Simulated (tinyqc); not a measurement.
Thin-film transistor with exponential tail and deep states, accumulation layer: one step of the calculation.

An undoped film in accumulation, thicker than the space-charge layer. With band bending psi the Fermi level lies E0 - psi below the band edge. Free electrons n = n0 exp(psi/Vt) carry the current; electrons in two exponential distributions of traps, a = a0 exp(psi/Va) and d = d0 exp(psi/Vp), do not. Linear regime, ohmic contacts, traps in equilibrium.

Task. Bulk densities. Va = kB Tt/q, Vp = kB Td/q; n0 = Nc exp(-E0/Vt), a0 = Nt th(T/Tt) exp(-E0/Va), d0 = Nd th(T/Td) exp(-E0/Vp), th(x) = pi x/sin(pi x).

Inputs (values chosen for the exercise); values close to those of amorphous silicon:
- T = 250 K (temperature)
- Nc = 5.8e19 cm^-3 (density of extended states)
- Nt = 9.9e19 cm^-3 (total density of tail states)
- Tt = 310 K (characteristic temperature of the tail)
- Nd = 5e17 cm^-3 (total density of deep states)
- Td = 990 K (characteristic temperature of the deep states)
- E0 = 0.51 eV (bulk Fermi level below the band edge)

Constants: q = 1.602176634e-19 C, kB = 1.380649e-23 J/K, Vt = kB T/q. Results are converted to the units shown.

Give: Va; Vp; th(T/Tt); n0; a0; d0.

Result.

Va = 0.02671 V
Vp = 0.08531 V
th(T/Tt) = 4.435
n0 = 3.036e9 cm^-3
a0 = 2.245e12 cm^-3
d0 = 1.410e15 cm^-3

Computed by the program tinyqc: `OMP_NUM_THREADS=1 python tinyqc.py 2610014 2610015 out.jsonl`, one thread of a shared Intel Xeon 2.30GHz, about 0.02 s for the whole run.
